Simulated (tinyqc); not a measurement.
# From Seebeck coefficient |S| back to carrier density n

Model: mobility of a non-polar semiconductor in the relaxation-time approximation. Computed by tinyqc, a small Python program. Command: `OMP_NUM_THREADS=1 python tinyqc.py 3024383 3024384 out.jsonl rta inv`. One thread of a shared host (Intel(R) Xeon(R) Processor @ 2.30GHz), about 0.03 s of CPU time with the checks.

Each valley is treated as a sphere of mass m_d for states and rates, with one isotropic relaxation time; the conductivity mass m_c sets the current.

Inputs (values chosen for the exercise, modelled on electrons in silicon):
```
quantity,value,unit
longitudinal mass m_l,0.893,m_0
transverse mass m_t,0.188,m_0
equivalent valleys Z,6,-
non-parabolicity alpha,0.52,1/eV
static permittivity eps_s,11.7,-
density rho,2329,kg/m^3
sound velocity v_l,9290,m/s
acoustic deformation potential D_A,9.5,eV
phonon energy hbar w,62.8,meV
optical or intervalley deformation potential D_o,4.3,1e8 eV/cm
final valleys Z_f,5,-
compensation ratio C,0,-
temperature T,400,K
```

Band: Kane. Impurity formula: Brooks-Herring. Further scattering: none.

Constants: k_B = 8.617333262e-05 eV/K; m_0 = 9.1093837015e-31 kg; e = 1.602176634e-19 C; hbar = 1.054571817e-34 J s; eps_0 = 8.8541878128e-12 F/m; k_B = 1.380649e-23 J/K; hbar = 6.582119569e-16 eV s.

Method:
- m_d = (m_l m_t^2)^(1/3); 1/m_c = (1/m_l + 2/m_t)/3; Hall mass factor A = 3 K_m (K_m + 2)/(2 K_m + 1)^2, K_m = m_l/m_t; N_I = n (1 + C)/(1 - C).
- Kane band: hbar^2 k^2/(2 m) = E (1 + alpha E), speed v = hbar k/(m (1 + 2 alpha E)), states per spin, volume and energy g(E) = m k (1 + 2 alpha E)/(2 pi^2 hbar^2); overlap factors are set to 1. Here m = m_d. Masses are multiplied by m_0 and all formulas are in SI units.
- The reduced Fermi level eta = E_F/(k_B T) solves n = 2 Z int g f dE with f = 1/(1 + exp(x - eta)) (Z = 1 unless valleys are given); screening length L_s = sqrt(eps_s eps_0 k_B T/(e^2 dn/deta)), dn/deta = 2 Z int g f (1 - f) dE.
- Integrals over x = E/(k_B T) use 160 Gauss-Legendre points in u = sqrt(x) from 0 to sqrt(max(eta, 0) + 32).
- Phonon occupation N_q = 1/(exp(hbar w/(k_B T)) - 1).
- Acoustic deformation potential (elastic, equipartition, absorption and emission together): 1/tau = 2 pi k_B T D_A^2 g(E)/(hbar rho v_l^2).
- Optical or intervalley deformation potential: 1/tau = (pi Z_f D_o^2/(rho w)) [N_q g(E + hbar w) + (N_q + 1) g(E - hbar w)], with g = 0 below the band edge.
- Each optical term is multiplied by (1 - f(E'))/(1 - f(E)), E' the final energy, for Pauli blocking.
- Singly charged impurities, momentum relaxation: 1/tau = N_I e^4 m (1 + 2 alpha E) Phi/(8 pi (eps_s eps_0)^2 hbar^3 k^3), with alpha = 0 for a parabolic band.
- Brooks-Herring: Phi = ln(1 + b) - b/(1 + b), b = 4 k^2 L_s^2.
- mu = (m_d/m_c) (2 Z e/(3 n k_B T)) int g v^2 tau f (1 - f) dE.
- Averages over x are split at the emission threshold x_0 = hbar w/(k_B T): 64 Gauss-Legendre points in sqrt(x) below it and 128 in sqrt(x - x_0) above it, up to x = max(eta, 0) + 32.
- Rates are added at each energy before the average. With <y> = int g v^2 y f (1 - f) dE: Hall factor r_H = A (3 n k_B T/(2 Z m_d)) <tau^2/(1 + 2 alpha E)>/<tau>^2 (alpha = 0 for a parabolic band); Hall mobility r_H mu; |S| = (k_B/e) (<x tau>/<tau> - eta); resistivity 1/(n e mu).

Question. A run gave the result below. Find the carrier density n, known to lie between 1.8e+16 and 3.8e+16 1/cm^3.

Seebeck coefficient |S| = 818.4378 microvolt/K

Answer.

Each step takes the trial c = (a f_b - b f_a)/(f_b - f_a), f being the result less the target and a, b, c the logarithms of the listed values; c replaces end b, the old b replaces a if the sign of f changed, and otherwise f_a is halved.

Scan of the range:
```
carrier density n (1/cm^3),Seebeck coefficient |S| (microvolt/K)
1.80e+16,833.937
2.04e+16,823.918
2.31e+16,814.007
2.62e+16,804.010
2.96e+16,794.364
3.36e+16,784.387
3.80e+16,774.745
```

False position (Illinois rule, in the logarithm of the input) inside the bracket:
```
step,end a,end b,trial,Seebeck coefficient |S| (microvolt/K)
1,2.04000e+16,2.31000e+16,2.18514e+16,818.433
2,2.04000e+16,2.18514e+16,2.18486e+16,818.443
3,2.18514e+16,2.18486e+16,2.18500e+16,818.438
```

Seebeck coefficient |S| falls at every point of a 13-point scan of the range (every second point is shown), so one value fits; it is bracketed by 2.04e16 and 2.31e16. Answer: carrier density n = 2.185e16 1/cm^3.
